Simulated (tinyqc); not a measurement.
Resistance of a source-drain extension with a graded tip: two steps of the calculation.

y runs along the channel, the gate covers y > 0. The doping is N0 for y < y0 and N0 10^(-(y - y0)/la) beyond, uniform over the depth xj. Sheet conductance s(y) = q mu(N) max(N - Nch, 0) xj + (for y > 0) ma Cox Vo, with mu(N) = u0 + (u1 - u0)/(1 + (N/Nr)^au) and Cox = eps0 eox/tox. Current is taken as one-dimensional; depletion of the tip, spreading and the contact are left out. The metallurgical junction lies at yj, where N = Nch.

Values chosen for this exercise; mobility law close to that of electrons in silicon:
```
symbol,value,unit,meaning
eox,22.3,,relative permittivity of the gate insulator (close to hafnium oxide)
tox,5.4,nm,insulator thickness
N0,1.9e20,cm^-3,active doping of the extension far from the gate
la,3.1,nm/decade,lateral abruptness
y0,0.1,nm,position under the gate where the fall begins (gate edge at 0)
xj,28,nm,depth of the extension
Nch,6.9e17,cm^-3,channel doping
Vo,0.64,V,gate overdrive
ma,100,cm^2/(V s),mobility of the gate-induced layer
u1,1414,cm^2/(V s),mobility at low doping
u0,68.5,cm^2/(V s),mobility at high doping
Nr,9.2e16,cm^-3,reference doping
au,0.711,,exponent
Lg,40,nm,gate length
```

Constants: q = 1.602176634e-19 C, eps0 = 8.8541878128e-14 F/cm where lengths are in cm. Results are converted to the units shown.

Question 1. Sheet resistances and junction position. yj = y0 + la log10(N0/Nch); sheet resistance of the full extension 1/[q mu(N0)(N0 - Nch) xj] and of the gate-induced layer 1/(ma Cox Vo); metallurgical length Lg - 2 yj; ye is where the doped and the gate-induced conductances are equal.

Find: yj; sheet resistance of the extension; sheet resistance of the induced layer; metallurgical length; ye; N at ye.

Answer 1.

yj = 7.664 nm
sheet resistance of the extension = 158.3 ohm/square
sheet resistance of the induced layer = 4273 ohm/square
metallurgical length = 24.67 nm
ye = 5.268 nm
N at ye = 4.091e18 cm^-3

The gate takes over 2.40 nm before the junction, where N is still 5.93 times the channel doping.

Question 2. Resistance of the overlapped part. Midpoint rule on 12 equal steps from 0 to yj: R_ov = sum h/s(y), per width.

Wanted: y; N; doped conductance; sheet resistance; R_ov.

Answer 2.

y, point 0 to 11 (nm): [0.3193, 0.9580, 1.597, 2.235, 2.874, 3.513, 4.151, 4.790, 5.428, 6.067, 6.706, 7.344]
N, point 0 to 11 (cm^-3): [1.614e20, 1.005e20, 6.251e19, 3.890e19, 2.421e19, 1.506e19, 9.374e18, 5.833e18, 3.630e18, 2.259e18, 1.406e18, 8.747e17]
doped conductance, point 0 to 11 (uS): [5416, 3480, 2258, 1483, 987.7, 666.9, 455.6, 312.4, 211.6, 136.4, 76.34, 24.38]
sheet resistance, point 0 to 11 (ohm/square): [177.0, 269.3, 401.3, 582.4, 818.5, 1110, 1450, 1830, 2244, 2700, 3222, 3870]
R_ov = 11.93 ohm um

Program tinyqc, `OMP_NUM_THREADS=1 python tinyqc.py 2282223 2282224 out.jsonl`; Intel Xeon 2.30GHz, shared host, one thread, about 0.03 s.
